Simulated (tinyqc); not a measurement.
Harmonic transition-state theory with quantum, tunnelling and friction corrections: one step, computed by the program tinyqc.

One atom hops between equivalent sites; three modes at the minimum and two real modes at the saddle are treated as harmonic, the rest of the crystal as unchanged; melting is ignored, so hot rows may lie above the melting point.

Question. Classical rate and diffusivity. Vineyard: nu* = product of minimum frequencies / product of real saddle frequencies; k_cl = nu* exp(-E_b/(k_B T)). Activation entropy S = k_B ln(nu* h/(k_B T)); for uncorrelated jumps D = z k d^2/6 and D0 = z nu* d^2/6; 1 angstrom^2 = 1e-16 cm^2.

Inputs (values chosen for the exercise, modelled on interstitial copper in silicon):

| quantity | value | unit |
|---|---|---|
| barrier E_b | 0.208 | eV |
| temperature T | 219 | K |
| jump length d | 2.35 | angstrom |
| number of jump directions z | 4 | - |

Lattice of sites: three-dimensional.

frequencies at the minimum (THz): 6.62  7.33  7.43

real frequencies at the saddle (THz): 5.03  5.31

Constants: k_B = 8.617333262e-05 eV/K; h x 1 THz = 4.135667696 meV.

Give: prefactor nu*; classical rate k_cl; activation entropy in the Eyring form; classical diffusivity D; prefactor D0.

Answer.

prefactor nu* = 13.499 THz

classical rate k_cl = 2.2062e+08 1/s

activation entropy in the Eyring form = 1.0846 k_B

classical diffusivity D = 8.1226e-08 cm^2/s

prefactor D0 = 0.0049697 cm^2/s

Caution: h nu exceeds k_B T, so zero-point and tunnelling corrections to the classical rate matter.
